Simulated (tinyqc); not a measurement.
Inside a calculation. Model: surface potential of a MOS transistor: implicit equation and explicit approximations.

Computed by the program tinyqc: `OMP_NUM_THREADS=1 python tinyqc.py 2122077 2122078 out.jsonl`, one thread of a shared Intel Xeon 2.30GHz, about 0.01 s for the whole run. Printed values are rounded.

p-type body, charge-sheet picture, depletion and inversion only, full ionisation (an idealisation for deep acceptors), Boltzmann statistics (rough once Na exp(x - xn) passes about Nc/7). In units of Vt: xg = (Vg - Vfb)/Vt, x = psi/Vt, G = gamma/sqrt(Vt), xn = (2 phiF + Vc)/Vt. The implicit equation is (xg - x)^2 = G^2 [x - 1 + exp(x - xn)] for x above about 3. Cox = eps0 eox/tox.

Values chosen for this exercise; band and dielectric values close to those of silicon:
```
symbol    value   unit                                                                 meaning
T           350      K                                                             temperature
Eg         1.12     eV                                                                band gap
eps_r      11.7                                                          relative permittivity
Nc      3.49e19  cm^-3                                  conduction-band density of states at T
Nv      3.31e19  cm^-3                                     valence-band density of states at T
eox         3.9         relative permittivity of the gate insulator (close to silicon dioxide)
tox         9.2     nm                                                     insulator thickness
Na         2e16  cm^-3                                                        acceptor density
Vfb       -0.44      V                                                       flat-band voltage
Vc            1      V                                                    channel-body voltage
Vg         1.23      V                                                       gate-body voltage
```

Constants: q = 1.602176634e-19 C, kB = 1.380649e-23 J/K, Vt = kB T/q, eps0 = 8.8541878128e-14 F/cm where lengths are in cm. Results are converted to the units shown.

## Scales

ni = sqrt(Nc Nv) exp(-Eg/(2 Vt)), Eg in volts; phiF = Vt ln(Na/ni); gamma = sqrt(2 q eps0 eps_r Na)/Cox; VT = Vfb + Vt (xn + G sqrt(xn - 1)).

phiF = 0.335664 V
gamma = 0.217084 V^0.5
G = 1.24999
xn = 55.4142
VT = 1.50943 V
xg = 55.3701

## Explicit approximation

Depletion value a = 1 + [sqrt(G^2/4 + xg - 1) - G/2]^2; inversion value b = xn + ln[(xg - xn)^2/G^2 - xn + 1] and first guess y = min(a, b) - ln(1 + exp(-|a - b|)) if a > xn + 1, else b = y = a; one second-order correction with D = exp(y - xn), p = 2 (xg - y) + G^2 (1 + D), w = (xg - y)^2 - G^2 (y - 1 + D): z = y + 2 w/(p + sqrt(p^2 - 2 (2 - G^2 D) w)), or the Newton step z = y + w/p where the root is not real.

a = 46.9014
b = 46.9014
y = 46.9014
p = 18.5003
w = -3.13877e-4
z = 46.9014

The root of the implicit equation is x = 46.9014; y misses it by 1.7e-5 and z by 0, in units of Vt.

## Starting value

x = y rounded to two decimals.

x at the start = 46.9

## Iteration 1: new x

D = exp(x - xn), f = (xg - x)^2 - G^2 (x - 1 + D), f' = -2 (xg - x) - G^2 (1 + D), x(new) = x - f/f'.

D = 2.00608e-4
f = 0.0251835
f' = -18.5030
x after iteration 1 = 46.9014

## Iteration 2: new x

As before.

D = 2.00881e-4
f = 1.85216e-6
f' = -18.5003
x after iteration 2 = 46.9014

## Course of the iteration

Stop when the step is below 1e-11, or after 60 iterations.

Course of the iteration:
```
iteration  x before the step     step
1                       46.9  1.36e-3
2                    46.9014  1.00e-7
3                    46.9014        0
```

Converged in 3 iterations.

## Potential, charges and gate control

converged x = 46.9014

psi = Vt x; N_dep = Cox Vt G sqrt(x - 1)/q; N_inv = (Cox Vt G/q) [sqrt(x - 1 + exp(x - xn)) - sqrt(x - 1)]; dpsi/dVg = 1/[1 + G^2 (1 + exp(x - xn))/(2 (xg - x))].

psi = 1.41458 V
N_dep = 5.98378e11 cm^-2
N_inv = 1.3094e6 cm^-2
dpsi/dVg = 0.915526

psi lies 8.5 Vt below 2 phiF + Vc.
